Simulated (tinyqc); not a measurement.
Thermal and gravitational stress in a wafer during furnace and rapid thermal processing, and the onset of slip. Inputs raised by 10 %, one at a time. Computed by tinyqc, a small Python program. Command: `OMP_NUM_THREADS=1 python tinyqc.py 3005796 3005797 out.jsonl slip sens`. One thread of a shared host (Intel(R) Xeon(R) Processor @ 2.30GHz), about 0.01 s of CPU time with the checks.

A thin free disc in plane stress, isotropic; T(r) = T_centre + dT (r/R)^n. Stress is positive in tension; sigma_SB = 5.670374419e-8 W/(m^2 K^4), g = 9.80665 m/s^2.

Inputs (values chosen for the exercise, for a model wafer):

| quantity | value | unit |
|---|---|---|
| wafer radius R | 225 | mm |
| thickness t | 925 | micrometre |
| Young's modulus E | 157 | GPa |
| expansion alpha | 4.36 | 1e-6/K |
| edge less centre temperature dT | 25 | K |
| exponent n of the profile | 6 | - |
| temperature T | 1225 | K |
| prefactor A of the critical stress | 0.00041 | MPa |
| energy U of the critical stress | 0.996 | eV |
| density rho | 2330 | kg/m^3 |
| heat capacity c | 927 | J/(kg K) |
| conductivity k | 25.6 | W/(m K) |
| wafer spacing s | 7.4 | mm |
| ramp rate | 3.8 | K/min |

Temperature profile: edge zone, power law.

Constants: k_B = 8.617333262e-05 eV/K.

Method:
- With x = r/R: s_rr = alpha E dT (1 - x^n)/(n + 2), s_tt = alpha E dT [1 - (n + 1) x^n]/(n + 2).
- Critical resolved stress tau_c = A exp(U/(k_B T)), a form chosen for the exercise; slip when 0.492799 |s_tt(R)| > tau_c; allowed |dT| = tau_c (n + 2)/(0.492799 n alpha E).
- In a stack heated from the rim, heat flows inward by conduction and by radiation between wafers: k_eff = k + (16/3) sigma_SB T^3 s^2/t (a diffusion estimate with the spacing as path length). A steady ramp gives the parabolic lag dT = rho c (ramp) R^2/(4 k_eff); the allowed ramp uses n = 2.

Runs:

| input moved | from | to | hoop stress at the edge (MPa) | resolved over critical stress | lag of the centre (K) | allowed ramp rate (K/min) |
|---|---|---|---|---|---|---|
| base run | - | - | -12.83 | 1.232 | 29.59 | 3.909 |
| Young's modulus E (GPa) | 157 | 172.7 | -14.12 | 1.355 | 29.59 | 3.554 |
| expansion alpha (1e-6/K) | 4.36 | 4.796 | -14.12 | 1.355 | 29.59 | 3.554 |
| edge less centre temperature dT (K) | 25 | 27.5 | -14.12 | 1.355 | 29.59 | 3.909 |
| temperature T (K) | 1225 | 1347.5 | -12.83 | 2.905 | 24.95 | 1.966 |
| prefactor A of the critical stress (MPa) | 0.00041 | 0.000451 | -12.83 | 1.120 | 29.59 | 4.300 |
| conductivity k (W/(m K)) | 25.6 | 28.16 | -12.83 | 1.232 | 28.35 | 4.080 |
| wafer spacing s (mm) | 7.4 | 8.14 | -12.83 | 1.232 | 26.46 | 4.371 |

Exponents ln(y'/y) / ln(x'/x):

| input | hoop stress at the edge | resolved over critical stress | lag of the centre | allowed ramp rate |
|---|---|---|---|---|
| Young's modulus E | 1 | 1 | 0.000 | -1.000 |
| expansion alpha | 1 | 1 | 0.000 | -1.000 |
| edge less centre temperature dT | 1 | 1 | 0.000 | 0.000 |
| temperature T | 0 | 9 | -1.791 | -7.208 |
| prefactor A of the critical stress | 0 | -1 | 0.000 | 1.000 |
| conductivity k | 0 | 0 | -0.449 | 0.449 |
| wafer spacing s | 0 | 0 | -1.171 | 1.171 |

Among the inputs moved here: hoop stress at the edge answers most in size to Young's modulus E (exponent +1.000), and about equally to expansion alpha (+1.000), edge less centre temperature dT (+1.000); its exponent is below 0.0005 for temperature T, prefactor A of the critical stress, conductivity k, wafer spacing s. Resolved over critical stress answers most in size to temperature T (exponent +9.000), next to Young's modulus E (+1.000); its exponent is below 0.0005 for conductivity k, wafer spacing s. lag of the centre answers most in size to temperature T (exponent -1.791), next to wafer spacing s (-1.171); its exponent is below 0.0005 for Young's modulus E, expansion alpha, edge less centre temperature dT, prefactor A of the critical stress. Allowed ramp rate answers most in size to temperature T (exponent -7.208), next to wafer spacing s (+1.171); its exponent is below 0.0005 for edge less centre temperature dT.
